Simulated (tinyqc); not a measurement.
# Fermi-level pinning from two metals

Inverse problem. Cowley-Sze model with the space charge neglected: phiB = S (phiM - chi) + (1 - S)(Eg - phi0), S = 1/(1 + q Dit dl/(eps0 ei)), dl in cm. Find S, phi0 and Dit.

Inputs (values chosen for the exercise); band and dielectric values close to those of silicon: band gap Eg = 1.14 eV; electron affinity chi = 4.04 eV; thickness of the interfacial layer dl = 0.5 nm; relative permittivity of the interfacial layer ei = 3.9.

Constants: q = 1.602176634e-19 C, eps0 = 8.8541878128e-14 F/cm where lengths are in cm. Results are converted to the units shown.

barriers for metals with phiM = 4.2 and 4.96 eV (eV): [0.40252477, 0.82739963]

Solution. S is the slope of phiB against phiM; either barrier then gives phi0, and S gives Dit.

S = 0.559
phi0 = 0.430 eV
Dit = 3.40e13 cm^-2 eV^-1

Program tinyqc, `OMP_NUM_THREADS=1 python tinyqc.py 2020071 2020072 out.jsonl`; Intel Xeon 2.30GHz, shared host, one thread, about 0.03 s.
